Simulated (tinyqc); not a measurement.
A particle near a wafer in liquid: double-layer and van der Waals forces (DLVO), deposition barrier and removal: one step, computed by the program tinyqc.

Sphere and flat wall, Derjaguin approximation, constant potentials in the linear-superposition form, no retardation and no hydration force.

Problem. Barrier and secondary minimum. U(h) = Z R exp(-kappa h) - A R/(6 h); F(h) = -dU/dh = kappa Z R exp(-kappa h) - A R/(6 h^2), positive for repulsion. F = 0 reads x^2 exp(-x) = y with x = kappa h and y = A kappa/(6 Z); the left side peaks at x = 2 with 4/e^2 = 0.5413, so roots exist for smaller y: x < 2 is the barrier, x > 2 the secondary minimum.

Inputs (values chosen for the exercise, of the order of those for silica on silicon in water): particle radius R = 15 nm; Hamaker constant A = 1.4e-20 J; temperature T = 323 K.

kappa = 0.4613407 1/nm

Z = 2.577245 pN

Constants: k_B = 1.380649e-23 J/K.

Give: y; position of the barrier; barrier height; position of the secondary minimum; energy at the secondary minimum.

Solution.

y = 0.41768

position of the barrier = 2.4852 nm

barrier height = -0.40363 k_B T

position of the secondary minimum = 6.9325 nm

energy at the secondary minimum = -0.77814 k_B T

The maximum lies below zero, so nothing holds the particle off.
